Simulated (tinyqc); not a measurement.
Raman shift of the zone-centre optical phonon of a diamond-structure crystal under stress: one step, computed by the program tinyqc. Command: `OMP_NUM_THREADS=1 python tinyqc.py 3004356 3004357 out.jsonl ramanstress walk`. One thread of a shared host (Intel(R) Xeon(R) Processor @ 2.30GHz), about 0.01 s of CPU time with the checks.

Axes x, y, z are the cube axes. Strain shifts the threefold optical mode and can split it; p, q and r are the phonon deformation potentials.

Problem. Compliances. S11 = (C11 + C12)/D, S12 = -C12/D, D = (C11 - C12)(C11 + 2 C12), S44 = 1/C44.

Inputs (values chosen for the exercise, modelled on silicon): C11 = 168 GPa; C12 = 64.14 GPa; C44 = 79.52 GPa.

Stress state: uniaxial. Axis: [100].

Give: S11; S12; S44.

Solution.

S11 = 7.5440 1/TPa

S12 = -2.0844 1/TPa

S44 = 12.575 1/TPa
